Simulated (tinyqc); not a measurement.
## Off-state leakage of single and stacked transistors: leakage components against the temperature

n-channel devices of unit width. Subthreshold current I(Vg, Vs, Vd) = I0 (T/300 K)^0.5 exp[(Vg - Vs - VT(T) - gb (Vs - Vb) + dd (Vd - Vs))/(nf Vt)] (1 - exp(-(Vd - Vs)/Vt)), VT(T) = VT - cT (T - 300 K). Gate-edge tunnelling Ig (Vd/1 V) exp(ag (Vd - 1 V)), for a gate at 0 V, and band-to-band leakage Ab u exp(-Bb/u), u = Vd - Vb + 1 V, flow at a drain held at V; both are taken as independent of T. In a stack of off transistors (all gates at 0 V) the same subthreshold current passes through each.

One transistor with Vg = Vs = 0, Vd = V; stack factor I(one)/I(two in series).

Parameters, values chosen for the exercise; values of the order met in bulk silicon logic transistors:

| symbol | value | unit | meaning |
|---|---|---|---|
| V | 0.8 | V | supply voltage |
| VT | 0.36 | V | threshold at 300 K, zero drain and body bias |
| cT | 0.9 | mV/K | fall of the threshold with temperature |
| I0 | 0.35 | uA/um | current at threshold at 300 K |
| nf | 1.3 |  | slope factor |
| dd | 0.13 |  | drain-induced lowering per volt |
| gb | 0.18 |  | rise of the threshold per volt of source-body bias |
| Ig | 5e-5 | uA/um | gate-edge tunnelling current at 1 V |
| ag | 4.8 | 1/V | exponential slope of the gate current |
| Ab | 1 | uA/(um V) | prefactor of band-to-band leakage at the drain |
| Bb | 22 | V | its exponential voltage |
| Vb | 0 | V | body voltage |

Constants: q = 1.602176634e-19 C, kB = 1.380649e-23 J/K, Vt = kB T/q. Results are converted to the units shown.

The same in every row: gate edge (nA/um) = 0.01532; band-to-band (nA/um) = 0.008856.

Result of one run:

| T (K) | subthreshold (nA/um) | total (nA/um) | stack factor | largest part |
|---|---|---|---|---|
| 400 | 9.947 | 9.971 | 9.190 | subthreshold |

What becomes of these results when the temperature T is changed from 400 to 325 K, all else the same?

Result of the changed run:

| T (K) | subthreshold (nA/um) | total (nA/um) | stack factor | largest part |
|---|---|---|---|---|
| 325 | 0.5972 | 0.6214 | 14.38 | subthreshold |

The whole series:

| T (K) | subthreshold (nA/um) | total (nA/um) | stack factor | largest part |
|---|---|---|---|---|
| 250 | 0.006869 | 0.03104 | 30.25 | gate edge |
| 275 | 0.03973 | 0.06390 | 22.50 | subthreshold |
| 300 | 0.1721 | 0.1963 | 17.63 | subthreshold |
| 325 | 0.5972 | 0.6214 | 14.38 | subthreshold |
| 350 | 1.739 | 1.764 | 12.10 | subthreshold |
| 375 | 4.404 | 4.428 | 10.44 | subthreshold |
| 400 | 9.947 | 9.971 | 9.190 | subthreshold |
| 425 | 20.45 | 20.48 | 8.225 | subthreshold |

As T goes from 250 to 425, the total leakage rises from 0.0310 to 20.5 nA/um. The gate edge part leads at T = 250, the subthreshold part from 275 on. The subthreshold part doubles every 24.0 K between the last two rows. The reduction by a stack of two falls from 30.3 to 8.22, for the subthreshold part alone. For T = 425 the gate is within about 3 nf Vt of threshold, where the exponential law overstates the current.

Program tinyqc, `OMP_NUM_THREADS=1 python tinyqc.py 2242224 2242225 out.jsonl`; Intel Xeon 2.30GHz, shared host, one thread, about 0.03 s.
